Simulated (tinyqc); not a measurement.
MOS inversion layer, Poisson-Schroedinger loop: two steps of the calculation.

Electrons confined at an insulator interface at z = 0, treated as a hard wall; parabolic valleys, Hartree approximation, no image or exchange terms. The depletion charge lies far deeper than the electrons and gives a uniform field q Nd/(eps0 eps_r); the gate balances all charge. Energies are counted from the band edge at the interface.

Parameters, values chosen for the exercise; masses and permittivity close to those of silicon (100): temperature T = 300 K; relative permittivity eps_r = 11.5; mass along z of valley set A (2 valley(s)) mz1 = 0.92 m0; in-plane density-of-states mass of set A md1 = 0.193 m0; in-plane density-of-states mass of set B md2 = 0.419 m0; sheet density of electrons Ns = 1.2e13 cm^-2; sheet density of depletion charge Nd = 3.6e11 cm^-2.

Constants: q = 1.602176634e-19 C, kB = 1.380649e-23 J/K, hbar = 1.054571817e-34 J s, m0 = 9.1093837015e-31 kg, Vt = kB T/q, eps0 = 8.8541878128e-14 F/cm where lengths are in cm, hbar^2/(2 m0) = 0.0380998212 eV nm^2. Results are converted to the units shown.

Task 1. Fermi level and occupations. Level k holds N_k = D_k Vt ln(1 + exp((EF - E_k)/Vt)) with D = 2 md1 m0 q/(pi hbar^2) for the set A, D = 4 md2 m0 q/(pi hbar^2) for the set B per eV (spin included); EF is fixed by sum N_k = Ns.

levels (eV): A1 0.16672725, A2 0.27312423, B1 0.30747798, B2 0.45787571

Wanted: EF; N_k.

Result 1.

EF = 0.2293 eV
N_k (cm^-2): A1 1.044e13, A2 7.015e11, B1 8.576e11, B2 2.612e9

Task 2. Closed-form estimates. Triangular well: E_k = a_k (C F^2/mz)^(1/3), a_1 = 2.338107, a_2 = 4.087949, C = hbar^2/(2 m0), F in eV/nm. Fang-Howard (all electrons in the lowest level of set A): b^3 = 6 (mz1/C) q (Nd + 11 Ns/32)/(eps0 eps_r), centroid 3/b, level C b^2/(4 mz1) + (3/b) q (Nd + 11 Ns/16)/(eps0 eps_r). Use F = q (Nd + Ns)/(eps0 eps_r), the surface field, and F = q (Nd + Ns/2)/(eps0 eps_r).

Find: A1 with the surface field; A1 with Nd + Ns/2; A2 with Nd + Ns/2; b; Fang-Howard centroid; Fang-Howard level.

Result 2.

A1 with the surface field = 0.27154 eV
A1 with Nd + Ns/2 = 0.17436 eV
A2 with Nd + Ns/2 = 0.30486 eV
b = 2.1704 1/nm
Fang-Howard centroid = 1.3822 nm
Fang-Howard level = 0.23603 eV

tinyqc, about 1 s, one thread, Intel Xeon 2.30GHz (shared host): `OMP_NUM_THREADS=1 python tinyqc.py 2160022 2160023 out.jsonl`
